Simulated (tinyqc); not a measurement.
Pariser-Parr-Pople SCF with singles CI, for the molecule [CH2+]c1ccccn1 (SMILES; centres numbered as the heavy atoms are written), step by step. One step of it, computed by the program tinyqc.

Question. Iteration 2: orbitals and new P. Diagonalise F (the basis is taken as orthonormal) and form P = 2 sum c c over the lowest orbitals; 0.5 of the old P is kept.

F (eV):
```
            1C          2C         3C         4C         5C         6C          7N
1C  -10.048745   -4.116172  -0.586255   0.144153   0.399927   0.242511   -0.490403
2C   -4.116172  -10.447743  -3.736583  -0.024119   0.390371   0.061463   -3.882733
3C   -0.586255   -3.736583  -9.772698  -4.239031  -0.350565   0.452559    0.345471
4C    0.144153   -0.024119  -4.239031  -9.488128  -4.085588  -0.087021    0.512132
5C    0.399927    0.390371  -0.350565  -4.085588  -9.271443  -3.963852   -0.293158
6C    0.242511    0.061463   0.452559  -0.087021  -3.963852  -9.296577   -4.476121
7N   -0.490403   -3.882733   0.345471   0.512132  -0.293158  -4.476121  -12.038857
```

pi electrons, sum of z_r less the charge = 6

P after iteration 1:
```
           1C         2C         3C         4C         5C         6C         7N
1C   0.469000   0.653320   0.302778  -0.100062  -0.305161  -0.168336   0.248873
2C   0.653320   0.986324   0.511227   0.012457  -0.221962  -0.031743   0.508512
3C   0.302778   0.511227   0.845918   0.699286   0.181053  -0.257274  -0.175291
4C  -0.100062   0.012457   0.699286   0.964286   0.641787   0.044935  -0.286546
5C  -0.305161  -0.221962   0.181053   0.641787   0.822559   0.596246   0.148774
6C  -0.168336  -0.031743  -0.257274   0.044935   0.596246   0.918658   0.725273
7N   0.248873   0.508512  -0.175291  -0.286546   0.148774   0.725273   0.993255
```

Give: orbital energies; P after iteration 2.

Answer.

orbital energies (eV): -18.624  -15.363  -15.182  -8.996  -5.345  -4.652  -2.204

P after iteration 2:
```
        1C      2C      3C      4C      5C      6C      7N
1C   0.495   0.667   0.315  -0.093  -0.312  -0.190   0.233
2C   0.667   0.977   0.506   0.018  -0.219  -0.046   0.497
3C   0.315   0.506   0.837   0.694   0.199  -0.238  -0.194
4C  -0.093   0.018   0.694   0.947   0.647   0.067  -0.285
5C  -0.312  -0.219   0.199   0.647   0.810   0.579   0.152
6C  -0.190  -0.046  -0.238   0.067   0.579   0.876   0.735
7N   0.233   0.497  -0.194  -0.285   0.152   0.735   1.058
```
